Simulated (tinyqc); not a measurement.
Lossy package transmission line with skin effect: two steps of the calculation.

A uniform line in a homogeneous dielectric: c = sqrt(er)/(c0 Z0), l = Z0 sqrt(er)/c0 (c0 = 299792458 m/s), g = w c td, w = 2 pi f. The resistance joins its limits as r = sqrt(r_dc^2 + r_hf^2), with r_dc = rho/(wd th), r_hf = kr rho/(2 delta (wd + th)), delta = sqrt(rho/(pi f mu0)), mu0 = 4 pi 1e-7 H/m; this is an interpolation, and internal inductance, up to 0.05 nH/mm at low frequency, is neglected.

Inputs (values chosen for the exercise):
```
symbol,value,unit,meaning
len,26,mm,length
Rg,25,ohm,source resistance
RL,1e5,ohm,load resistance
CL,20,fF,load capacitance
f,0.75,GHz,frequency
```

Task 1. Propagation constant and impedance. gamma = sqrt((r + i w l)(g + i w c)) = alpha + i beta, Zc = sqrt((r + i w l)/(g + i w c)), roots with positive real part; loss 8.685889638 alpha in dB; phase velocity w/beta.

r = 0.20573154 ohm/mm
l = 0.34664998 nH/mm
c = 96.291660 pF/m
g = 0.0090752752 S/m

Find: gamma len; Zc; loss; phase velocity over c0; r/(w l).

Result 1.

gamma len = 0.05158+0.70886i
Zc = 60.147-3.169i ohm
loss = 0.017232 dB/mm
phase velocity over c0 = 0.57655
r/(w l) = 0.12594

Task 2. Reflection, input impedance and transfer. ZL = 1/(1/RL + i w CL); reflection (ZL - Zc)/(ZL + Zc); Zin = Zc (ZL + Zc tanh(gamma len))/(Zc + ZL tanh(gamma len)); H = V_load/V_source = [Zin/(Zin + Rg)]/[cosh(gamma len) + (Zc/ZL) sinh(gamma len)].

gamma len = 0.05158195+0.70885864i
Zc = 60.147058-3.169204i ohm

Find: ZL; reflection at the load; Zin; H; |H|.

Result 2.

ZL = (0.1113-1.0492i) x 1e4 ohm
reflection at the load = 0.99814-0.01125i
Zin = 3.688-69.287i ohm
H = 1.1325-0.4587i
|H| = 1.7402 dB

tinyqc, about 0.01 s, one thread, Intel Xeon 2.30GHz (shared host): `OMP_NUM_THREADS=1 python tinyqc.py 2810182 2810183 out.jsonl`
